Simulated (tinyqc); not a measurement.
Electron continuity equation in a given potential, Scharfetter-Gummel discretisation: one step of the calculation.

Steady state in one dimension: J = q mu n E + q D dn/dx with E = -dpsi/dx and D = mu Vt, dJ/dx = q (n/tau - G), fixed densities nL and nR at the ends. The potential is given, psi = U x/L, and is not changed by the electrons.

Task. Densities and current. B(d_i) and B(-d_i) are the Bernoulli factors of the potential steps, b and f the diagonal and right side. Solve B(-d_(i-1)) n_(i-1) + b_i n_i + B(d_i) n_(i+1) = f_i (end values already in f), then J_i = (q D/h) [n_(i+1) B(d_i) - n_i B(-d_i)], h = L/11, D = mu Vt.

Parameters, values chosen for the exercise; mobility close to that of indium arsenide at room temperature: temperature T = 350 K; electron mobility mu = 29700 cm^2/(V s); length of the region L = 0.75 um; density at x = 0 nL = 4.6e13 cm^-3; density at x = L nR = 1.2e13 cm^-3.

Constants: q = 1.602176634e-19 C, kB = 1.380649e-23 J/K, Vt = kB T/q. Results are converted to the units shown.

```
interval,B(d_i),B(-d_i)
0,0.91939975,1.0851786
1,0.91939975,1.0851786
2,0.91939975,1.0851786
3,0.91939975,1.0851786
4,0.91939975,1.0851786
5,0.91939975,1.0851786
6,0.91939975,1.0851786
7,0.91939975,1.0851786
8,0.91939975,1.0851786
9,0.91939975,1.0851786
10,0.91939975,1.0851786
```

```
node,diagonal b,right side f (cm^-3)
1,-2.1899237,-4.9918215e13
2,-2.1899237,0
3,-2.1899237,0
4,-2.1899237,0
5,-2.1899237,0
6,-2.1899237,0
7,-2.1899237,0
8,-2.1899237,0
9,-2.1899237,0
10,-2.1899237,-1.1032797e13
```

Find: n; J.

Result.

```
node,n (cm^-3)
0,4.600e13
1,3.238e13
2,2.282e13
3,1.615e13
4,1.152e13
5,8.388e12
6,6.378e12
7,5.292e12
8,5.078e12
9,5.848e12
10,7.936e12
11,1.200e13
```

```
interval,J (A/cm^2)
0,-424.2
1,-297.9
2,-208.8
3,-145.8
4,-100.9
5,-68.2
6,-43.3
7,-22.6
8,-2.8
9,20.0
10,51.0
```

Range of the model: The drift velocity mu E exceeds 1e7 cm/s somewhere, where real mobilities no longer stay constant.

Computed by the program tinyqc: `OMP_NUM_THREADS=1 python tinyqc.py 2220067 2220068 out.jsonl`, one thread of a shared Intel Xeon 2.30GHz, about 0.01 s for the whole run.
